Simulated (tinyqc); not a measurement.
Propagation of a band-gap error through k.p and effective-mass formulas, step by step. Values are carried at full precision from step to step, so a last printed digit may differ when a step is redone from the rounded ones.

Chain, for a gap E (the reference Eg or another value), with Ep and Dso kept: 1/me = 1 + Ep (E + 2 Dso/3)/(E (E + Dso)); g* = 2 - 2 Ep Dso/(3 E (E + Dso)); g1(E) = g1 + (Ep/3)(1/E - 1/Eg), g2(E) = g2 + (Ep/6)(1/E - 1/Eg), light hole 1/(g1 + 2 g2), heavy hole 1/(g1 - 2 g2) along [100]; optical constant ei(E) = 1 + (ei - 1)(EP/(EP + E - Eg))^2, static e0(E) = ei(E) + e0 - ei.

Constants: Ry = 13.60569312 eV; a0 (Bohr radius) = 0.5291772105 angstrom; kB = 8.617333262e-05 eV/K; hbar^2/2m0 = 3.80998211 eV angstrom^2.

Values chosen for the exercise (reference values near those of InAs, gap at low temperature; not measured data): Eg = 0.418 eV (gap at Gamma to the s-like level); Dso = 0.396 eV (spin-orbit splitting); Ep = 21.6 eV (Kane energy); g1 = 19.93 (Luttinger gamma1); g2 = 8.49 (gamma2); e0 = 15.43 (static dielectric constant); ei = 12.31 (optical dielectric constant); EP = 4.65 eV (mean (Penn) gap); Eg2 = 0.167 eV (a wrong gap); mh = 0.42 m0 (density-of-states mass of the holes); T = 77 K (temperature); k = 0.014 1/angstrom (wave vector).

## Masses, g factor and screening for both gaps

Evaluate the chain at Eg and at Eg2.

Band values at the two gaps:
```
quantity,at Eg,at Eg2,ratio
me,0.02258,0.009998,0.443
g*,-14.76,-58.65,-
g1,19.93,45.82,2.299
g2,8.490,21.43,2.525
light hole,0.02709,0.01128,0.416
heavy hole,0.3390,0.3390,1.000
ei,12.31,13.64,1.108
e0,15.43,16.76,1.086
```

The gap is off by a factor of 0.40; the electron mass follows with 0.44 and the light hole with 0.42, while the heavy hole, which does not couple to the conduction level, keeps its value. The optical constant changes less, by +11 %, as it answers to the mean gap, which shifts by the same -0.25 eV on a base of 4.65 eV. g* moves by -43.89; remote bands, left out here, shift it by tenths or, where it is large, by some per cent.

## Binding energies and densities for both gaps

Donor: R = Ry me/e0^2, a_B = a0 e0/me, Mott density (0.26/a_B)^3. Nc, Nv = 2 (m kT/(4 pi c))^(3/2), c = hbar^2/2m0, ni = sqrt(Nc Nv) exp(-E/2kT). Exciton: Ry mu/e0^2 with 1/mu = 1/me + g1(E). 1 angstrom^-3 = 1e24 cm^-3.

Use the values of the table.

Results:
```
quantity,at Eg,at Eg2,ratio
R (meV),1.290,0.4844,0.375
a_B (angstrom),361.7,886.9,2.45
Mott density (cm^-3),3.715e+14,2.519e+13,0.0678
Nc (cm^-3),1.107e+16,3.262e+15,0.295
ni (cm^-3),2074,1.844e+11,8.89e+07
exciton (meV),0.8898,0.3322,0.373
```

Power laws carry the error on: the donor energy (me/e0^2) by a factor of 0.375, the Mott density (cube of me/e0) by 0.0678. ni, with its exponential, changes by a factor of 8.89e+07, that is 7.9 decades.

## A scissor shift and what it does not mend

A rigid shift D = Eg - Eg2 of the conduction band restores the gap but leaves the curvature, so the mass stays me(Eg2); redoing the sum 1/m = 1 + Ep (E + 2 Dso/3)/(E (E + Dso)) with E = Eg and the same Ep gives another mass. For optics, eps2 at the edge goes as |p|^2/E^2: a rigid shift keeps the dipole elements p/E, while shifting the energies under unchanged p scales eps2 by (Eg2/Eg)^2.

shift D = 0.251 eV
mass under a rigid shift = 0.0100 m0
mass from the sum with the corrected gap = 0.0226 m0
factor on eps2 if p is left unscaled = 0.160

The rigid shift leaves the mass off by a factor of 0.44. The mass from the corrected gap is the reference me(Eg) here, because the exercise keeps Ep fixed; a real correction of the gap depends on k and changes Ep as well.

## Far from the edge the relative error shrinks

Two-level dispersion E(k) = sqrt(E^2/4 + Ep c k^2) - E/2 at k/4, k, 4k for both gaps, c = hbar^2/2m0.

Energies above the edge:
```
k (1/angstrom),at Eg (eV),at Eg2 (eV),ratio
0.00350,0.0024,0.0058,2.432
0.01400,0.0356,0.0685,1.926
0.05600,0.3403,0.4313,1.267
```

The ratio tends to Eg/Eg2 = 2.50 at k = 0 and goes from 2.432 to 1.267: at large k both curves approach the same slope sqrt(Ep c), while their distance in eV grows towards |Eg - Eg2|/2.

## Checks

- Chain at E = Eg against the inputs g1, g2, ei, e0: they agree to 1e-10 or better.

Run: tinyqc, `OMP_NUM_THREADS=1 python tinyqc.py 1851107 1851108 out.jsonl`; Intel(R) Xeon(R) Processor @ 2.30GHz, one thread, shared host; about 0.01 s of CPU time with all checks.
